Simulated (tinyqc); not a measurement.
Schottky diode by thermionic emission with image-force lowering and series resistance: two steps of the calculation.

Metal on an n-type semiconductor with one parabolic valley; V > 0 is forward bias (metal positive). I = I0 [exp(Vj/(n Vt)) - 1] with Vj = V - I Rs; I0 = S A* T^2 exp(-(phi - dphi)/Vt), the lowering dphi taken at zero bias.

Parameters, values chosen for the exercise; band and dielectric values close to those of gallium arsenide: temperature T = 400 K; ideality factor n = 1.01; series resistance Rs = 1.4 ohm; applied bias V = 1.2 V.

Constants: q = 1.602176634e-19 C, kB = 1.380649e-23 J/K, Vt = kB T/q. Results are converted to the units shown.

Task 1. Junction voltage. Newton step for g(Vj) = Vj + Rs I0 [exp(Vj/(n Vt)) - 1] - V = 0: Vj(new) = Vj - g/g', g' = 1 + Rs I0 exp(Vj/(n Vt))/(n Vt).

I0 = 7.9379000e-8 A
Vj after iteration 1 = 0.95783452 V

Wanted: Vj after iteration 2.

Result 1.

Vj after iteration 2 = 0.92302 V

Task 2. Current and small-signal resistance. I = I0 [exp(Vj/(n Vt)) - 1], dV/dI = Rs + n Vt/(I + I0).

I0 = 7.9379000e-8 A
converged Vj = 0.54284550 V

Wanted: I; drop over Rs; dV/dI.

Result 2.

I = 469.4 mA
drop over Rs = 0.6572 V
dV/dI = 1.474 ohm

tinyqc, about 0.01 s, one thread, Intel Xeon 2.30GHz (shared host): `OMP_NUM_THREADS=1 python tinyqc.py 2640028 2640029 out.jsonl`
